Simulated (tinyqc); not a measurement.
Resonant-tunnelling diode, transfer matrices and Tsu-Esaki current: one step of the calculation.

Emitter (band edge 0), barrier d1, well Lw, barrier d2, spacer ds, collector (edge -V). The bias drops linearly over these layers and none in the contacts; each layer is cut into ns equal slices, flat at the value of their centres. E is the energy of motion across the layers, C = hbar^2/(2 m0), psi and psi'/m are continuous. Transport is coherent, T(E) is taken as independent of the transverse momentum, and charge in the well is ignored.

Question. Breit-Wigner parameters from a parabola through 1/T(E). Near a resonance 1/T(E) = (1/Tp) [1 + (2 (E - Er)/G)^2]. With y = 1/T(E) at E0 - h, E0, E0 + h: a = (y1 + y3 - 2 y2)/(2 h^2), b = (y3 - y1)/(2 h), Er = E0 - b/(2 a), 1/Tp = y2 - b^2/(4 a), G = 2 sqrt(1/(Tp a)), tau = hbar/G.

Constants: q = 1.602176634e-19 C, hbar = 1.054571817e-34 J s. Results are converted to the units shown.

three energies (eV): [0.033989, 0.035689, 0.037389]
T(E) at these energies: [0.53941522, 0.62253522, 0.53902615]

Wanted: Er; Tp; G; tau.

Answer.

Er = 0.03569 eV
Tp = 0.6225
G = 8.650 meV
tau = 76.10 fs

The true maximum of T(E) lies at 0.035645 eV with height 0.6226 and full width 8.675 meV; the fitted G is 0.29 % below that width.

Computed by the program tinyqc: `OMP_NUM_THREADS=1 python tinyqc.py 2600054 2600055 out.jsonl`, one thread of a shared Intel Xeon 2.30GHz, about 0.09 s for the whole run.
